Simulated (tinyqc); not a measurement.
Area and perimeter leakage from two diodes.

Question. A square diode and a finger diode leak I = JA area + JP perimeter. Find JA, JP and the side of the square at which both parts are equal.

areas (um^2): 10000  88000
perimeters (um): 400  18480
leakage currents (pA): 2.2152000  20.062240

Answer. Two linear equations give JA and JP; for a square of side a, JA a^2 = 4 JP a at a = 4 JP/JA.

JA = 2.20e-8 A/cm^2
JP = 3.80e-13 A/cm
side for equal parts = 0.691 um

Numbers from tinyqc (`OMP_NUM_THREADS=1 python tinyqc.py 2290141 2290142 out.jsonl`; about 0.01 s on one thread of a shared Intel Xeon 2.30GHz).
